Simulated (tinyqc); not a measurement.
# Ellipsometry and reflectance of a transparent film on an absorbing substrate: what changes with what

Air (index 1), film, substrate with N2 = n2 - i k2; time factor exp(+i w t). q_j = sqrt(N_j^2 - sin^2 th), root with positive real part. Fresnel coefficients r_s = (q_a - q_b)/(q_a + q_b), r_p = (N_b^2 q_a - N_a^2 q_b)/(N_b^2 q_a + N_a^2 q_b). tan(Psi) exp(i Delta) = R_p/R_s, Delta taken from 0 to 360 degrees.

Values chosen for this exercise; indices close to those of hafnium oxide on silicon: wavelength lam = 546.1 nm; angle of incidence th = 60 degrees; index of the transparent film n1 = 2.045; film thickness d = 4.9 nm; index of the substrate n2 = 4.086; extinction coefficient of the substrate k2 = 0.031.

Each table varies one quantity; the others keep the values above.

## Psi and Delta against the film thickness

beta = 2 pi d q1/lam, X = exp(-2 i beta), R = (r01 + r12 X)/(1 + r01 r12 X) for p and s. The last column is the derivative of Delta.

Psi and Delta against the film thickness:
```
d (nm)  Psi (degrees)  Delta (degrees)  |R_p|^2  |R_s|^2  dDelta/dd (degrees/nm)
0               24.41            179.6   0.1245   0.6044                  -1.463
17              24.28            154.5   0.1166   0.5728                  -1.511
33              24.36            129.2  0.09787   0.4774                  -1.677
50              26.91            96.89  0.07482   0.2905                  -2.252
67              38.81            39.94  0.06023  0.09309                  -5.268
83              35.85            305.2  0.06180   0.1183                  -4.320
100             26.05            256.3  0.07878   0.3298                  -2.079
117             24.28            225.6   0.1021   0.5014                  -1.630
133             24.32            200.8   0.1191   0.5832                  -1.494
150             24.41            175.8   0.1243   0.6036                  -1.464
```

Psi moves up and down between 24.3 and 38.8 degrees. The period is 147.4 nm, after which Psi and Delta return to the values of the bare substrate, so one angle and wavelength fix d only up to a multiple of it. The size of the slope of Delta runs from 1.46 to 5.27 degrees/nm among the rows; Delta is counted modulo 360 degrees, and sharper features can lie between the rows.

## Effect of the angle of incidence

Same model as above.

dDelta/dd is the derivative of Delta; period lam/(2 q1).

Effect of the angle of incidence:
```
th (degrees)  Psi (degrees)  Delta (degrees)   |R_p|^2  |R_s|^2  dDelta/dd (degrees/nm)  period (nm)
50                    32.14            175.9    0.2057   0.5210                 -0.8017        144.0
55                    28.67            174.5    0.1670   0.5586                  -1.070        145.7
60                    24.40            172.4    0.1238   0.6017                  -1.467        147.4
65                    19.06            168.9   0.07766   0.6507                  -2.139        148.9
70                    12.33            160.8   0.03372   0.7061                  -3.619        150.3
75                    4.886            118.4  0.005614   0.7684                  -6.278        151.5
80                    10.89            22.29   0.03104   0.8379                   3.430        152.3
85                    26.34            6.645    0.2242   0.9151                   1.188        152.9
```

Psi goes from 32.1 through a minimum of 4.89 (at th = 75 among the rows listed) to 26.3 degrees and |R_p|^2 goes from 0.206 through a minimum of 0.00561 (at th = 75 among the rows listed) to 0.224. The slope of Delta is largest in size, 6.28 degrees/nm, at th = 75 among the rows. The bare substrate has its smallest |R_p| near arctan(n2) = 76.2 degrees.

Program tinyqc, `OMP_NUM_THREADS=1 python tinyqc.py 2870106 2870107 out.jsonl`; Intel Xeon 2.30GHz, shared host, one thread, about 0.01 s.
